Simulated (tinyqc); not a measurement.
What each form factor does: empirical-pseudopotential levels.

Empirical pseudopotential on the fcc lattice, atoms at +/- tau, tau = a (1,1,1)/8, no spin-orbit coupling. H(G,G') = c (2 pi/a)^2 |k + G|^2 delta + VS(q) cos(q.tau) + i VA(q) sin(q.tau), q = G - G', c = hbar^2/2m0; k and G in units of 2 pi/a; VS at |q|^2 = 3, 8, 11 and VA at 3, 4, 11, in rydberg, zero elsewhere. The basis is fixed: all 65 G with |G|^2 up to Gcut. Energies are counted from the fourth level at Gamma.

Constants: hbar^2/2m0 = 3.80998211 eV angstrom^2; Ry = 13.60569312 eV.

Parameters, chosen for this exercise (near those of Si; the results hold for these values, not for the real material):
- a = 5.446 angstrom (lattice constant)
- VS3 = -0.207 Ry
- VS8 = 0.04 Ry
- VS11 = 0.079 Ry
- VA3 = 0 Ry
- VA4 = 0 Ry
- VA11 = 0 Ry
- Gcut = 16 (2 pi/a)^2 (largest |G|^2 of the fixed basis)

Lowest empty singlet and triplet at Gamma and the valence width there (fixed basis); lowest empty level at X = (1,0,0) and L = (1/2,1/2,1/2) from the valence top, these levels and that top with all |k + G|^2 up to 21. Singlet and triplet count orbital degeneracy. VS3 is VS at |q|^2 = 3, and so on. The row for a keeps the form factors fixed, so it is no model of a real expansion, which changes them too.

One parameter was then changed.

Results before and after:

| case | singlet (eV) | triplet (eV) | X (eV) | L (eV) | width (eV) |
|---|---|---|---|---|---|
| base | 3.909 | 3.294 | 0.870 | 1.836 | 12.685 |
| changed | 3.419 | 3.353 | 0.780 | 1.599 | 12.758 |

Which of these changes was made? (a) VA11 = 0.03 Ry; (b) VS3 = -0.217 Ry; (c) VS11 = 0.069 Ry; (d) a = 5.5 angstrom; (e) VA3 = 0.03 Ry; (f) VA4 = 0.03 Ry; (g) VS8 = 0.03 Ry.

Answer: (g) VS8 = 0.03 Ry. Of the candidates, run in turn, only this one gives the changed row.

All candidates:

| case | singlet (eV) | triplet (eV) | X (eV) | L (eV) | width (eV) |
|---|---|---|---|---|---|
| base | 3.909 | 3.294 | 0.870 | 1.836 | 12.685 |
| a = 5.5 angstrom | 3.924 | 3.318 | 0.999 | 1.906 | 12.384 |
| VS3 = -0.217 Ry | 3.847 | 3.438 | 1.113 | 1.930 | 12.631 |
| VS8 = 0.03 Ry | 3.419 | 3.353 | 0.780 | 1.599 | 12.758 |
| VS11 = 0.069 Ry | 3.405 | 3.073 | 0.608 | 1.511 | 12.851 |
| VA3 = 0.03 Ry | 3.944 | 3.316 | 0.610 | 1.829 | 12.688 |
| VA4 = 0.03 Ry | 3.762 | 3.379 | 0.420 | 1.879 | 12.675 |
| VA11 = 0.03 Ry | 3.762 | 3.255 | 0.588 | 1.777 | 12.701 |

In a diamond crystal a small VA enters the levels at Gamma and L only in second order, by symmetry, but splits the degenerate pair at X in first order.

tinyqc: `OMP_NUM_THREADS=1 python tinyqc.py 1050286 1050287 out.jsonl`; about 0.3 s, one thread, shared Intel(R) Xeon(R) Processor @ 2.30GHz.
